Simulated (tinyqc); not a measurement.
Worked calculation: wafer bonding and layer transfer: bond energy, gap closing, particles, bonding of dissimilar wafers and hydrogen blisters. Computed by tinyqc, a small Python program that keeps every step. Command: `OMP_NUM_THREADS=1 python tinyqc.py 3017728 3017729 out.jsonl bond walk`. One thread of a shared host (Intel(R) Xeon(R) Processor @ 2.30GHz), about 0.01 s of CPU time with the checks. Intermediate numbers are printed to about 7 digits and carried at full precision; extremes and crossings named in words are read from the listed rows.

gamma is the energy per area of each of the two surfaces; plates are isotropic, and both wafers have E1 and t1.

Inputs (values chosen for the exercise, for model wafers): Young's modulus E1 = 154 GPa; Poisson ratio nu = 0.21; thickness t1 = 725 micrometre; blade thickness t_b = 50 micrometre; crack length L = 16.2 mm; particle radius h = 2.4 micrometre; radius of a shallow gap R = 0.22 mm; half height of the gap h_g = 0.77 nm; implant depth d = 0.45 micrometre; hydrogen dose = 6.4 1e16/cm^2; share of the dose released as H2 = 0.074; surface energy of the weakened plane gamma_s = 0.63 J/m^2; anneal temperature T = 625 K.

Pair: two equal wafers.

Constants: k_B = 1.380649e-23 J/K.

## Bond energy from the blade test

Two cantilevers opened by t_b: gamma = 3 t_b^2 E1 t1^3 E2 t2^3/(16 L^4 (E1 t1^3 + E2 t2^3)).

bond energy gamma = 0.1997036 J/m^2

An error of 5 % in L changes gamma by about 20 %. This is the level of van der Waals or hydrogen bonds, as after contact at room temperature.

## Does a shallow gap close?

E' = E1/(1 - nu^2), equal wafers of thickness t1 assumed. A gap of radius R closes if h_g < h_c: h_c = R^2/sqrt((2/3) E' t1^3/gamma) for R > 2 t1 (plate bending), h_c = 3.6 sqrt(R gamma/E') for R < 2 t1 (local deformation).

closable height h_c = 59.45011 nm

h_g/h_c = 0.01295204

The gap closes.

## Void around a particle

E' = E1/(1 - nu^2), equal wafers assumed. Void radius in the plate regime: R_v = [(2/3) E' t1^3/gamma]^(1/4) h^(1/2). Below h_crit = 5 sqrt(t1 gamma/E') the wafers deform locally and R_v is of the order of h (taken as h).

critical particle radius = 0.1498918 micrometre

void radius = 5861.610 micrometre

The void is 2400 times the particle.

## Blistering after hydrogen implantation

A flat crack of radius r under a layer of thickness d, as a clamped plate: centre height w = 3 p r^4/(16 E' d^3), volume pi r^2 w/3, energy release G = 3 p^2 r^4/(32 E' d^3), E' = E1/(1 - nu^2). It grows when G = 2 gamma_s. The gas comes from the area pi r^2: p V = (dose x share/2) pi r^2 k_B T, and G = p w/2 = (3/2) N k_B T with N the H2 molecules per area. Share needed: G = 2 gamma_s. The pressure and height at growth are given for r = 10 d.

energy release G = 0.3065041 J/m^2

share of the dose needed = 0.3042048

pressure at growth = 21.93550 MPa

height at growth = 114.8823 nm

The released gas does not suffice by this estimate. In this plate limit G depends on neither r nor d.

## Closable height against the size of the gap

The formulas are those given above.

Gap closing:
```
R (mm)    regime      h_c (nm)  slope h_c/R
1.00e-04   local  1.267481e+00   0.01267481
1.00e-03   local  4.008126e+00   0.00400813
1.00e-02   local  1.267481e+01   0.00126748
1.00e-01   local  4.008126e+01   0.00040081
5.00e-01   local  8.962442e+01   0.00017925
2.00e+00   plate  2.794071e+02   0.00013970
5.00e+00   plate  1.746294e+03   0.00034926
2.00e+01   plate  2.794071e+04   0.00139704
5.00e+01   plate  1.746294e+05   0.00349259
```

Roughness of 100 nm scale may be 1.3 nm in half height, waviness of radius 5 cm as much as 170 micrometre: h_c goes as R^(1/2) when the wafer deforms locally and as R^2 when it bends. The allowed slope is least near R = 2 t1, so defects about 4 t1 wide are the hardest to close; bow matters little.

Checks made by the program: gamma against the derivative of the beam energy (relative difference 2e-10).
